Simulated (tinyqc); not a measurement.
Two-diode model of a solar cell: two steps of the calculation.

J is the current delivered and Vj = V + J Rs the junction voltage. J = X JL - J01 (exp(Vj/(n1 Vt)) - 1) - J02 (exp(Vj/(2 Vt)) - 1) - Vj/Rp. The photocurrent does not depend on voltage.

Inputs (values chosen for the exercise); values of the order met in cells of silicon:

| symbol | value | unit | meaning |
|---|---|---|---|
| T | 323 | K | temperature |
| JL | 35.5 | mA/cm^2 | photocurrent at one sun |
| X | 1 | suns | concentration |
| J01 | 3.4e-12 | A/cm^2 | saturation current of the first diode |
| n1 | 1 |  | ideality factor of the first diode |
| Rs | 0 | ohm cm^2 | series resistance |
| Rp | 10000 | ohm cm^2 | shunt resistance |
| Pin | 100 | mW/cm^2 | incident power at one sun |
| J02 | 3.6e-7 | A/cm^2 | saturation current of the second diode (ideality 2) |

Constants: q = 1.602176634e-19 C, kB = 1.380649e-23 J/K, Vt = kB T/q. Results are converted to the units shown.

Problem 1. New Vj. Maximum power: dP/dVj = f = J (1 + 2 Rs G) - G Vj = 0. G = -dJ/dVj = J01 exp(Vj/(n1 Vt))/(n1 Vt) + J02 exp(Vj/(2 Vt))/(2 Vt) + 1/Rp. H = dG/dVj; f' = -2 G - 2 Rs G^2 + (2 Rs J - Vj) H; Vj(new) = Vj - f/f'.

Vj after iteration 1 = 0.52294156 V

Give: J; G; H; f; f'; Vj after iteration 2.

Solution 1.

J = 30.63 mA/cm^2
G = 0.09544 S/cm^2
H = 2.029 S/(cm^2 V)
f = -19.28 mA/cm^2
f' = -1.252 S/cm^2
Vj after iteration 2 = 0.5075 V

Problem 2. Figures of merit. Jsc at V = 0, Voc at J = 0, the maximum power point where J (1 + 2 Rs G) = G Vj with G = -dJ/dVj; FF = Vmp Jmp/(Voc Jsc); efficiency Vmp Jmp/(X Pin). Empirical fill factor without parasitics FF0 = (v - ln(v + 0.72))/(v + 1), v = Voc/(n1 Vt).

Find: Jsc; Voc; Vmp; Jmp; FF; efficiency; FF0.

Solution 2.

Jsc = 35.500 mA/cm^2
Voc = 0.61435 V
Vmp = 0.50363 V
Jmp = 32.147 mA/cm^2
FF = 0.74236
efficiency = 16.190 %
FF0 = 0.82115

FF is 9.6 % below FF0. Removing one loss at a time changes the efficiency by: second diode +2.62, shunt +0.03 points.

Program tinyqc, `OMP_NUM_THREADS=1 python tinyqc.py 2280004 2280005 out.jsonl`; Intel Xeon 2.30GHz, shared host, one thread, about 0.01 s.
